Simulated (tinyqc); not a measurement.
Threshold-voltage variability of a planar MOSFET, analytic estimates: one step of the calculation.

Three independent sources add in quadrature: random dopants in the depleted layer, metal-gate grains of two orientations, and roughness of the two gate edges acting through the roll-off VT = VT(long) - Vr exp(-L/l). These are first-order estimates: no three-dimensional electrostatics, no percolation.

Problem. A rough gate as parallel slices. Eight equal slices in parallel have lengths L_i with mean L. Slice threshold shift: -Vr [exp(-L_i/l) - exp(-L/l)]; off current of a slice against the smooth gate: (L/L_i) exp(-shift/(n Vt)); the device has the mean.

Values chosen for this exercise; material values close to those of silicon:

| symbol | value | unit | meaning |
|---|---|---|---|
| T | 250 | K | temperature |
| L | 45 | nm | gate length |
| l | 11 | nm | decay length of the threshold roll-off |
| Vr | 2.6 | V | prefactor of the roll-off |
| n | 1.38 |  | subthreshold factor |

Constants: q = 1.602176634e-19 C, kB = 1.380649e-23 J/K, Vt = kB T/q. Results are converted to the units shown.

| slice | L_i - L (nm) |
|---|---|
| 0 | 1.8 |
| 1 | -1.1 |
| 2 | -3.4 |
| 3 | -0.7 |
| 4 | 1.3 |
| 5 | -0.1 |
| 6 | -0.8 |
| 7 | 3 |

Wanted: shift; Ioff factor; Ioff of the device against the smooth gate.

Solution.

| slice | shift (mV) | Ioff factor |
|---|---|---|
| 0 | 6.56 | 0.7711 |
| 1 | -4.57 | 1.196 |
| 2 | -15.75 | 1.837 |
| 3 | -2.86 | 1.118 |
| 4 | 4.85 | 0.8257 |
| 5 | -0.40 | 1.016 |
| 6 | -3.28 | 1.137 |
| 7 | 10.38 | 0.6612 |

Ioff of the device against the smooth gate = 1.070

tinyqc, about 0.01 s, one thread, Intel Xeon 2.30GHz (shared host): `OMP_NUM_THREADS=1 python tinyqc.py 2090076 2090077 out.jsonl`
